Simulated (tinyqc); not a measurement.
From results back to parameters: density of states of one tight-binding band on the simple cubic lattice. Three cases, with inputs chosen for the exercise.

Problem. For E(k) = -2 t (c1 + c2 + c3) - 4 t2 (c1 c2 + c2 c3 + c3 c1), ci = cos(2 pi ki), two differences between symmetry points are known: Gamma = (0, 0, 0), X = (1/2, 0, 0), M = (1/2, 1/2, 0), R = (1/2, 1/2, 1/2).

Case 1.

E(X) - E(Gamma) = 1.9600 eV
E(M) - E(X) = 2.4400 eV

Case 2.

E(X) - E(Gamma) = 1.8400 eV
E(M) - E(X) = 1.8400 eV

Case 3.

E(X) - E(Gamma) = 7.0400 eV
E(M) - E(X) = 7.0400 eV

Find: t; t2; E(R) - E(M).

Solution. E(Gamma) = -6t - 12 t2, E(X) = -2t + 4 t2, E(M) = 2t + 4 t2, E(R) = 6t - 12 t2.

Case 1.

t = 0.610 eV
t2 = -0.030 eV
E(R) - E(M) = 2.920 eV

Case 2.

t = 0.460 eV
t2 = 0.000 eV
E(R) - E(M) = 1.840 eV

Case 3.

t = 1.760 eV
t2 = 0.000 eV
E(R) - E(M) = 7.040 eV

Computed by tinyqc, one run a case: `OMP_NUM_THREADS=1 python tinyqc.py N N+1 out.jsonl` with N = 1651201, 1651204, 1651225; one thread of a shared Intel(R) Xeon(R) Processor @ 2.30GHz, about 0.3 s a run at most.
